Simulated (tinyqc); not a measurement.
Critical temperature from a phonon spectrum: McMillan, Allen-Dynes and the linearised Eliashberg equation: one step, computed by the program tinyqc.

alpha^2 F(omega) = sum_i (lambda_i omega_i/2) delta(omega - omega_i), so that lambda = 2 int alpha^2 F/omega d omega = sum_i lambda_i.

Question. Isotope exponent. T_c ~ M^(-a). All omega_i scale as M^(-1/2) at fixed lambda, but mu* = mu/(1 + mu ln(E_F/omega)) changes: d mu*/d ln omega = mu*^2. In the McMillan form a = (1/2) [1 - 1.04 (1 + lambda)(1 + 0.62 lambda) mu*^2/(lambda - mu* (1 + 0.62 lambda))^2].

Inputs (values chosen for the exercise, for a model metal): Coulomb pseudopotential mu* = 0.1.

Peaks in alpha^2 F: three.

lambda = 1.56

Give: isotope exponent a.

Answer.

isotope exponent a = 0.4859

The exponent is close to the BCS value 1/2.
